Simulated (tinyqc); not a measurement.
Inside a calculation. Method: RKS/BP86 in the 6-31g basis, for He, spin multiplicity 1. One step of it, computed by the program tinyqc.

Task: Iteration 2: building the Kohn-Sham matrix. J_ij = sum D_kl (ij|kl); F = H + J + V_xc; E = tr D H + tr D J / 2 + E_xc + E_nn.

D after iteration 1:
```
           1He 1s     1He 2s
1He 1s   1.960861  -0.279796
1He 2s  -0.279796   0.394003
```

core Hamiltonian H = T + V (hartree):
```
           1He 1s     1He 2s
1He 1s  -1.879626  -1.546409
1He 2s  -1.546409  -1.295190
```

Two-electron integrals (ij|kl) in chemists' order, unique and non-zero (hartree):
```
(11|11) 1.543936   (21|11) 0.785447   (21|21) 0.427025   (22|11) 0.803952
(22|21) 0.476190   (22|22) 0.615938
```

nuclear repulsion = 0 hartree

V_xc (hartree):
```
           1He 1s     1He 2s
1He 1s  -0.975260  -0.440463
1He 2s  -0.440463  -0.359404
```

E_xc = sum of w rho eps_xc = -1.41797540 hartree

Give: Coulomb J; Kohn-Sham matrix F; total energy of this density.

Result:

Coulomb J (hartree):
```
        1He 1s  1He 2s
1He 1s  2.9047  1.4888
1He 2s  1.4888  1.5526
```

Kohn-Sham matrix F (hartree):
```
         1He 1s   1He 2s
1He 1s   0.0498  -0.4981
1He 2s  -0.4981  -0.1019
```

total energy of this density = -2.011472 hartree

This density is a damped mixture and is not idempotent.
